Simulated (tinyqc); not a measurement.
Nanowire ballistic transistor, top-of-the-barrier model: two steps of the calculation.

At the top of the source barrier, states moving towards the drain are filled by the source (Fermi level 0) and states moving back by the drain (Fermi level -q Vd); nothing scatters. U is the shift of the band edge there, set by the capacitances CG, CD and CS (the total) and by the charge. Parabolic one-dimensional subband; the source is grounded.

Values chosen for this exercise; mass and valleys close to those of a monolayer dichalcogenide: temperature T = 250 K; effective mass m = 0.484 m0; valley degeneracy gv = 2; relative permittivity of the gate insulator eox = 7.5; insulator thickness tox = 1.7 nm; wire diameter d = 6 nm; gate control CG/CS aG = 0.93; drain control CD/CS aD = 0.03; band edge at the barrier top above the source Fermi level at zero bias E0 = 0.39 eV; gate voltage Vg = 0.6 V; drain voltage Vd = 0.6 V.

Constants: q = 1.602176634e-19 C, kB = 1.380649e-23 J/K, hbar = 1.054571817e-34 J s, h = 6.62607015e-34 J s, m0 = 9.1093837015e-31 kg, Vt = kB T/q, eps0 = 8.8541878128e-14 F/cm where lengths are in cm. Results are converted to the units shown.

Problem 1. Density of states, capacitances and charge at zero bias. N0 = gv sqrt(2 m kB T/pi)/hbar, CG = 2 pi eps0 eox/ln(1 + 2 tox/d), CS = CG/aG, n0 = n at U = 0 and Vd = 0. eta1 = -(E0 + U)/Vt, eta2 = eta1 - Vd/Vt, n = (N0/2)[F_(-1/2)(eta1) + F_(-1/2)(eta2)], F_(-1/2)(x) = (1/sqrt(pi)) int_0^infinity u^(-1/2)/(1 + exp(u - x)) du. UL = -(aG Vg + aD Vd).

Find: N0; CG; CS; n0; UL.

Solution 1.

N0 = 5.903e6 cm^-1
CG = 9.294 pF/cm
CS = 9.993 pF/cm
n0 = 0.08110 cm^-1
UL = -0.5760 eV

Problem 2. Current, mean velocity and share of the gate voltage. I = gv (2 q^2/h) Vt [ln(1 + exp eta1) - ln(1 + exp eta2)]. Mean velocity I/(q n). CQ = (q/Vt) dn/d(eta1); the band edge follows the gate as -dU/dVg = aG/(1 + CQ/CS).

converged U = -0.47402581 eV

Wanted: eta1; n; I; mean velocity; CQ; -dU/dVg.

Solution 2.

eta1 = 3.9003
n = 6.3605e6 cm^-1
I = 13.088 uA
mean velocity = 1.2843e7 cm/s
CQ = 6.8494 pF/cm
-dU/dVg = 0.55180 eV/V

The carriers from the source are degenerate (eta1 = 3.90), and the mean velocity is 1.82 times vT = sqrt(2 kB T/(pi m)) = 7.06e6 cm/s.

Computed by the program tinyqc: `OMP_NUM_THREADS=1 python tinyqc.py 2400035 2400036 out.jsonl`, one thread of a shared Intel Xeon 2.30GHz, about 0.03 s for the whole run.
